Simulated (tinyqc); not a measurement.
From results back to parameters: three-band tight binding of a dichalcogenide monolayer. Three cases, with inputs chosen for the exercise.

Problem. In the three-band model the dz2 level is e1 + 6 t0 at Gamma and e1 - 3 t0 at K; without spin-orbit coupling the other levels are e2 + 3 s at Gamma (twofold) and e2 - 3s/2 -/+ 3 sqrt3 t12 at K, s = t11 + t22, t12 > 0. The levels below come from hidden values.

Case 1.

dz2 levels (eV): Gamma -0.0410, K 1.5880

other levels (eV): Gamma 2.93700, K lower -0.05680, K upper 3.45580

Case 2.

dz2 levels (eV): Gamma -0.2790, K 1.5480

other levels (eV): Gamma 3.07700, K lower 0.05175, K upper 3.42925

Case 3.

dz2 levels (eV): Gamma -0.4040, K 1.0990

other levels (eV): Gamma 3.33900, K lower 0.01153, K upper 2.52647

Find: e1, t0, e2, t11 + t22, t12.

Solution. The dz2 levels differ by 9 t0. The level at Gamma lies 9s/2 above the mean of the two at K, whose splitting is 6 sqrt3 t12. t1, t2 and t11 - t22 need masses or other points.

Case 1.

e1, t0, e2, t11 + t22, t12 (eV): 1.045  -0.181  2.112  0.275  0.338

Case 2.

e1, t0, e2, t11 + t22, t12 (eV): 0.939  -0.203  2.186  0.297  0.325

Case 3.

e1, t0, e2, t11 + t22, t12 (eV): 0.598  -0.167  1.959  0.460  0.242

Computed by tinyqc, one run a case: `OMP_NUM_THREADS=1 python tinyqc.py N N+1 out.jsonl` with N = 1480739, 1480758, 1480892; one thread of a shared Intel(R) Xeon(R) Processor @ 2.30GHz, about 0.02 s a run at most.
